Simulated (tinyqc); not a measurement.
Comparisons within one model: Wannier functions of a composite (isolated) pair of valence bands (bonds of an sp chain). A value that a table varies takes the place of the one given here.

Each atom has a hybrid pointing left (<) and right (>). H(k): diagonal +V3 on A, -V3 on B; <A<|A>> = -V1a, <B<|B>> = -V1b, <A>|B<> = -V2, <B>|A<> = -V2p exp(ik); k in 1/a, Bloch sums with exp(ikR). The two lowest bands are filled. Trial functions in cell 0: g1 = cos(c) A> + sin(c) B<, and g2 = sin(c) B> + cos(c) A< of cell 1, whose Bloch vector has cos(c) exp(-ik) on A<. Projection A_mn = <psi_m|g_n>, S = A^+ A, Loewdin U = A S^(-1/2), Bloch-like states w_n = sum_m psi_m U_mn, H_W(k) = U^+ diag(E) U. P = sum_m |psi_m><psi_m| is free of phase choices, and S = g^+ P g, w = P g S^(-1/2).

Values chosen for the exercise: V2 = 3.88 eV (coupling in the bond A-B inside the cell); V2p = 4.39 eV (coupling in the bond to the next cell); V1a = 1.68 eV (coupling of the two hybrids on A); V1b = 0.98 eV (the same on B); V3 = 1.54 eV (A at +V3, B at -V3); xb = 0.45 a (position of B (A at 0)); c = 45 degrees (trial bonds cos(c) on A, sin(c) on B).

## Choice of the trial bonds

N = 12; centres and spreads in real space with point-like hybrids at R and R + xb; smallest eigenvalue of S over the mesh.

Trial angle:
```
c (deg)  smallest S  centre 1 (a)  centre 2 (a)  sum of centres  total spread (a^2)  H_12(R = 0), mean over k (eV)
15            0.458        0.3027        0.6408          0.9435              0.1185                        -0.6564
30            0.713        0.3027        0.6408          0.9435              0.1182                        -0.6523
45            0.910        0.3027        0.6408          0.9435              0.1181                        -0.6490
55            0.978        0.3027        0.6408          0.9435              0.1181                        -0.6470
65            0.899        0.3027        0.6408          0.9435              0.1181                        -0.6450
75            0.772        0.3027        0.6408          0.9435              0.1181                        -0.6428
85            0.612        0.3027        0.6408          0.9435              0.1182                        -0.6403
```

The sum of the centres stays at 0.9435 a within 0.0000: it gives the electronic polarisation, modulo a, and is fixed by the filled space. Single centres move by less than 0.0001 a here and H_12(0), a matter of gauge, moves by 16 meV. The total spread runs only from 0.1181 to 0.1185 a^2, so the orthogonalisation repairs even poor trials; the projection is best at c = 55 degrees among these rows, and the two bonds, isolated, have c = 56 and 55.

## Interpolating the pair or each band alone

Largest error on 25 points from 0 to pi. Pair: diagonalise the Hermitian part of sum_R exp(ikR) H(R) over the N cells nearest the origin, with H(R) the mean of exp(-ikR) H_W(k) on the mesh k = 2 pi j/N. Alone: the cosine series of each sorted band on the same mesh.

Errors (meV):
```
N      pair  each band alone
3   6.05078        186.99178
4   2.10034         49.99536
5   0.20829         68.95000
6   0.04454         19.36527
8   0.00161          8.16633
10  0.00006          4.08859
14  0.00000          1.19220
```

smallest spacing of the two filled bands = 0.5198 eV

At N = 6 the pair errs by 0.045 meV and the single bands by 19; at N = 10, 6.1e-05 against 4.1. Both fall exponentially: the pair at a rate tied to the gap to the empty bands (6.15 eV), the single bands at a slower one tied to their own spacing (0.520 eV at the closest). Not every column falls at every step, since even meshes hold k = pi and odd ones do not.

## What each parameter does

N = 12: centres, total spread (point-like hybrids at R and R + xb) and H_12(0). Each row changes one parameter from the base and keeps the others.

Results:
```
case           centre 1 (a)  centre 2 (a)  total spread (a^2)  H_12(0) (eV)
base                 0.3027        0.6408              0.1181       -0.6490
V2 = 4.28 eV         0.2962        0.6400              0.1186       -0.6429
V2p = 4.79 eV        0.3033        0.6472              0.1187       -0.6435
V1a = 1.88 eV        0.3012        0.6426              0.1194       -0.6462
V1b = 1.18 eV        0.3030        0.6407              0.1191       -0.7810
V3 = 1.94 eV         0.3204        0.6207              0.1105       -0.6867
xb = 0.5 a           0.3364        0.6736              0.1167       -0.6490
```

The largest shifts from the base row, up to three for each result and ties (the steps differ in size, so this ranks the rows, not the parameters). centre 1 (a): xb +0.0337, V3 +0.0178, V2 -0.0065. centre 2 (a): xb +0.0327, V3 -0.0201, V2p +0.0064. total spread (a^2): V3 -0.0077, xb -0.0014, V1a +0.0013. H_12(0) (eV): V1b -0.1319, V3 -0.0377, V2 +0.0061; unchanged at the printed digits by xb.

Computed by tinyqc, a small Python program: `OMP_NUM_THREADS=1 python tinyqc.py 1480441 1480442 out.jsonl` (the numbers bound the seed that draws the inputs); one thread of a shared host (Intel(R) Xeon(R) Processor @ 2.30GHz), about 0.3 s for the whole set of steps.
